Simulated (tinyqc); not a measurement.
Nucleation and growth of vacancy voids in a cooling silicon-like crystal. Inputs raised by 2 %, one at a time. Computed by tinyqc, a small Python program. Command: `OMP_NUM_THREADS=1 python tinyqc.py 3007153 3007154 out.jsonl voids sens`. One thread of a shared host (Intel(R) Xeon(R) Processor @ 2.30GHz), about 0.2 s of CPU time with the checks.

Spherical voids; vacancies are lost only to voids.

Inputs (values chosen for the exercise, for a model crystal):

| quantity | value | unit |
|---|---|---|
| vacancy density at the melting point C_m | 4.1e+14 | 1/cm^3 |
| formation energy E_f | 4.1 | eV |
| melting point T_m | 1685 | K |
| diffusion prefactor D0 | 0.0013 | cm^2/s |
| migration energy E_m | 0.36 | eV |
| site density rho | 5e+22 | 1/cm^3 |
| void surface energy gamma | 0.865 | J/m^2 |
| cooling rate q | 0.71 | K/min |
| ratio (V/G)/xi_c | 1.52 | - |
| limit of the excess at high V/G | 1.1e+14 | 1/cm^3 |
| temperature of the worked step T | 1350 | K |
| temperature step | 0.2 | K |

Vacancy supply: from V/G.

Constants: k_B = 8.617333262e-05 eV/K; k_B = 1.380649e-23 J/K; e = 1.602176634e-19 C.

Method:
- C = C_x (u - 1)/(u + 0.2) with u = (V/G)/xi_c, a form chosen for the exercise.
- C_e = C_m exp[-(E_f/k_B)(1/T - 1/T_m)]; D = D0 exp(-E_m/(k_B T)); f = k_B T ln(C/C_e); r* = 2 gamma/(rho f); W* = 16 pi gamma^3/(3 rho^2 f^2); Z = f/sqrt(12 pi W* k_B T); I = rho Z (4 pi r* D C) exp(-W*/(k_B T)).
- March down from 1500 K in steps dT, dt = dT/q, with values at the upper end of each step: a class of I dt voids is born with r*; then all classes grow by r^2 += 2 D (C - C_e) dt/rho; C falls by the vacancies added to voids. Stop at 1150 K. T_n is the T of the largest I, N the final count (classes under 1e-6 /cm^3 are dropped), and the mean radius the number average.

Runs:

| input moved | from | to | void density N (1/cm^3) | mean radius (nm) | rate I (1/(cm^3 s)) | W*/(k_B T) |
|---|---|---|---|---|---|---|
| base run | - | - | 1.607e+05 | 99.0 | 2.575e+10 | 33.16 |
| vacancy density at the melting point C_m (1/cm^3) | 4.1e+14 | 4.182e+14 | 1.614e+05 | 98.8 | 1.910e+10 | 33.45 |
| formation energy E_f (eV) | 4.1 | 4.182 | 1.621e+05 | 98.7 | 1.913e+11 | 31.18 |
| diffusion prefactor D0 (cm^2/s) | 0.0013 | 0.001326 | 1.561e+05 | 100.0 | 2.626e+10 | 33.16 |
| void surface energy gamma (J/m^2) | 0.865 | 0.8823 | 1.600e+05 | 99.1 | 3.350e+09 | 35.19 |
| cooling rate q (K/min) | 0.71 | 0.7242 | 1.655e+05 | 98.0 | 2.575e+10 | 33.16 |
| ratio (V/G)/xi_c | 1.52 | 1.5504 | 1.564e+05 | 101.2 | 4.787e+10 | 32.58 |
| limit of the excess at high V/G (1/cm^3) | 1.1e+14 | 1.122e+14 | 1.585e+05 | 100.1 | 3.526e+10 | 32.87 |

Exponents ln(y'/y) / ln(x'/x):

| input | void density N | mean radius | rate I | W*/(k_B T) |
|---|---|---|---|---|
| vacancy density at the melting point C_m | 0.215 | -0.072 | -15.074 | 0.446 |
| formation energy E_f | 0.452 | -0.148 | 101.264 | -3.101 |
| diffusion prefactor D0 | -1.473 | 0.492 | 1.000 | 0.000 |
| void surface energy gamma | -0.228 | 0.062 | -102.982 | 3.000 |
| cooling rate q | 1.473 | -0.492 | 0.000 | 0.000 |
| ratio (V/G)/xi_c | -1.387 | 1.125 | 31.320 | -0.879 |
| limit of the excess at high V/G | -0.699 | 0.567 | 15.878 | -0.444 |

Among the inputs moved here: void density N answers most in size to diffusion prefactor D0 (exponent -1.473), and about equally to cooling rate q (+1.473). Its exponent -1.473 in diffusion prefactor D0: only q/D matters. Its exponent +1.473 in cooling rate q: the scaling law of burst nucleation. Mean radius answers most in size to ratio (V/G)/xi_c (exponent +1.125), next to limit of the excess at high V/G (+0.567). Its exponent +0.492 in diffusion prefactor D0: only q/D matters. Its exponent -0.492 in cooling rate q: fixed volume shared among q^(3/2) voids. Rate I answers most in size to void surface energy gamma (exponent -102.982), and about equally to formation energy E_f (+101.264); its exponent is below 0.0005 for cooling rate q. W*/(k_B T) answers most in size to formation energy E_f (exponent -3.101), next to void surface energy gamma (+3.000); its exponent is below 0.0005 for diffusion prefactor D0, cooling rate q.

Caution (rows base run, vacancy density at the melting point C_m, formation energy E_f, diffusion prefactor D0, cooling rate q, ratio (V/G)/xi_c, limit of the excess at high V/G): at such a rate voids would have used up the initial excess before the crystal cooled to this T.
